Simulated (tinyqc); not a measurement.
Worked calculation: Luttinger-Kohn k.p, four valence bands. One step of it, computed by the program tinyqc.

Problem. Levels at k. Diagonalise the Hermitian matrix.

H(k) at k (eV), order 3/2, 1/2, -1/2, -3/2:
```
[[0.272987, -0.132594+0.165743i, 0.026073+0.144124i, 0.000000],
 [-0.132594-0.165743i, 0.277403, 0.000000, 0.026073+0.144124i],
 [0.026073-0.144124i, 0.000000, 0.277403, 0.132594-0.165743i],
 [0.000000, 0.026073-0.144124i, 0.132594+0.165743i, 0.272987]]
```

Give: eigenvalues.

Solution.

eigenvalues (eV): [0.017, 0.017, 0.533, 0.533]
